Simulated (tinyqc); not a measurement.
# MOS capacitor on an n-type substrate, surface potential from the exact charge relation: Capacitance-voltage curves

Uniform n-type substrate, Boltzmann statistics, full ionisation, classical densities. psi is the surface potential against the body (positive when the bands bend down) and u = -psi/Vt. Traps are spread evenly over the gap and neutral at flat band, so their charge is -q Dit psi; the minority quasi-Fermi level is shifted by Vb.

ni = sqrt(Nc Nv) exp(-Eg/(2 Vt)), Eg in volts; phiF = Vt ln(N/ni); Cox = eps0 eox/tox; Vfb = phiM - chi - Vt ln(Nc/N) - q Nf/Cox; Q0 = sqrt(2 eps0 eps_r q N Vt); r = (ni/N)^2 exp(-Vb/Vt); VT = Vfb - [(2 phiF + Vb)(1 + q Dit/Cox) + sqrt(2 eps0 eps_r q N (2 phiF + Vb))/Cox]. u = -psi/Vt; F^2 = exp(-u) + u - 1 + r (exp(u) - u - 1); Qs = +sign(u) Q0 F; Cs = -dQs/dpsi = (Q0/Vt) |1 - exp(-u) + r (exp(u) - 1)|/(2 F). psi solves Vg = Vfb + psi + (q Dit psi - Qs)/Cox. Low frequency: 1/C_LF = 1/Cox + 1/(Cs + q Dit). High frequency, in the simple estimate in which traps and minority carriers do not follow: 1/C_HF = 1/Cox + 1/Cd, Cd being Cs with r = 0 at the same psi. Deep depletion: r = 0 and Dit = 0 both in the equation for psi and in Cs. Minority sheet density N_inv = (Q0/(2 q)) int_0^u r (exp(t) - 1)/F(t) dt for u > 0. N_inv under 1 cm^-2 is printed as 0. Regimes: accumulation when majority carriers gather, then depletion up to |psi| = phiF + Vb, weak inversion up to 2 phiF + Vb, strong inversion beyond.

Inputs (values chosen for the exercise); band and dielectric values close to those of gallium nitride: temperature T = 300 K; band gap Eg = 3.43 eV; relative permittivity eps_r = 9.65; conduction-band density of states at T Nc = 2.31e18 cm^-3; valence-band density of states at T Nv = 4.57e19 cm^-3; electron affinity chi = 4.16 eV; donor density of the substrate N = 1.5e15 cm^-3; relative permittivity of the gate insulator (close to aluminium oxide) eox = 8.76; insulator thickness tox = 29 nm; gate work function phiM = 4.39 eV; fixed charge at the interface, in units of q Nf = 0 cm^-2; density of interface traps Dit = 0 cm^-2 eV^-1; reverse bias of the inversion layer against the body Vb = 0.5 V.

Constants: q = 1.602176634e-19 C, kB = 1.380649e-23 J/K, Vt = kB T/q, eps0 = 8.8541878128e-14 F/cm where lengths are in cm. Results are converted to the units shown.

Capacitance-voltage curves:
```
Vg (V)   psi (V)  C_LF/Cox  C_HF/Cox  C_deep/Cox  N_inv (cm^-2)            regime
0.85     0.20222   0.92180   0.92180     0.92180              0      accumulation
0.35     0.13770   0.77356   0.77356     0.77356              0      accumulation
-0.15   -0.16227  0.092858  0.092858    0.092858              0         depletion
-0.65   -0.63130  0.046428  0.046428    0.046428              0         depletion
-1.16    -1.1210  0.034938  0.034938    0.034938              0         depletion
-1.66    -1.6050  0.029265  0.029265    0.029265              0         depletion
-2.16    -2.0914  0.025684  0.025684    0.025684              0    weak inversion
-2.66    -2.5792  0.023160  0.023160    0.023160              0    weak inversion
-3.16    -3.0681  0.021259  0.021259    0.021259         146.50    weak inversion
-3.66    -3.5487   0.26928  0.019785    0.019760      1.5622e10  strong inversion
-4.17    -3.6677   0.90700  0.019466    0.018517      6.6579e11  strong inversion
```

C_LF/Cox is lowest, 0.0213, at Vg = -3.16 V (weak inversion) among the rows listed and is 0.907 in the last row, where C_HF/Cox is 0.0195 and the deep-depletion value 0.0185. Vfb = 0.0403 V, where C_HF/Cox = 0.250 (Cox in series with eps0 eps_r/LD), and VT = -3.57 V. In strong accumulation and inversion degeneracy and confinement, left out here, lower the capacitance.

Numbers from tinyqc (`OMP_NUM_THREADS=1 python tinyqc.py 2060115 2060116 out.jsonl`; about 0.01 s on one thread of a shared Intel Xeon 2.30GHz).
